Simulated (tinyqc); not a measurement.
# Admittance spectroscopy of a deep trap: admittance against frequency

Schottky contact on an n-type layer with shallow donors Nd (all ionised) and a donor-like deep trap, neutral when filled and positive when empty; depletion approximation. Traps within lam of the depletion edge stay filled. The traps at xt = W - lam, where the level crosses the Fermi level, follow a slow signal and not a fast one. w = 2 pi f.

Emission rate en = sn vth(T) Nc(T) exp(-Et/kB T) = sn g T^2 exp(-Et/kB T), g = vth Nc/(300 K)^2, as vth goes as T^0.5 and Nc as T^1.5 (degeneracy factor 1). lam = sqrt(2 eps0 eps_r (EF - ET)/(q Nd)), EF - ET = Et - (kB T/q) ln(Nc(T)/Nd), Nc(T) = Nc (T/300 K)^1.5. In the steady state at the band bending V, 2 eps0 eps_r V/q = Nd W^2 + Nt (W - lam)^2 (the second term only if W > lam). V = Vbi + Vr. C_HF = eps0 eps_r/W, C_LF = eps0 eps_r (Nd + Nt)/(Nd W + Nt xt). Inflection frequency w0 = 2 en [1 + Nt xt/(Nd W)]; C = C_HF + (C_LF - C_HF)/(1 + (w/w0)^2), G/w = (C_LF - C_HF)(w/w0)/(1 + (w/w0)^2).

Parameters, values chosen for the exercise; material values those of a made-up semiconductor: relative permittivity eps_r = 9.72; conduction-band density of states at 300 K Nc = 2.67e19 cm^-3; thermal velocity at 300 K vth = 2.1e7 cm/s; shallow donor density Nd = 1.9e16 cm^-3; built-in voltage Vbi = 0.72 V; depth of the trap below the conduction edge Et = 0.27 eV; capture cross-section sn = 1.4e-15 cm^2; trap density Nt = 5.7e15 cm^-3; reverse bias Vr = 0.8 V; temperature T = 178 K.

Constants: q = 1.602176634e-19 C, kB = 1.380649e-23 J/K, eps0 = 8.8541878128e-14 F/cm where lengths are in cm. Results are converted to the units shown.

Results:

| f (Hz) | C (nF/cm^2) | G/w (nF/cm^2) |
|---|---|---|
| 86 | 33.911 | 0.10044 |
| 180 | 33.898 | 0.20929 |
| 790 | 33.638 | 0.83209 |
| 1700 | 32.974 | 1.3161 |
| 3500 | 32.011 | 1.2937 |
| 7200 | 31.406 | 0.82898 |
| 15000 | 31.200 | 0.43053 |
| 32000 | 31.147 | 0.20575 |
| 67000 | 31.135 | 0.098689 |

Estimate the missing row, f = 380 Hz.

Computed row:

| f (Hz) | C (nF/cm^2) | G/w (nF/cm^2) |
|---|---|---|
| 380 | 33.845 | 0.43332 |

With this row back in the table: C falls from 33.9 to 31.1 nF/cm^2, between C_LF = 33.9 and C_HF = 31.1, and G/w goes from 0.100 through a maximum of 1.32 (at f = 1700 Hz among the rows listed) to 0.0987 nF/cm^2. The exact peak is half of the step, 1.39 nF/cm^2, at 2380 Hz.

tinyqc, about 0.01 s, one thread, Intel Xeon 2.30GHz (shared host): `OMP_NUM_THREADS=1 python tinyqc.py 2050114 2050115 out.jsonl`
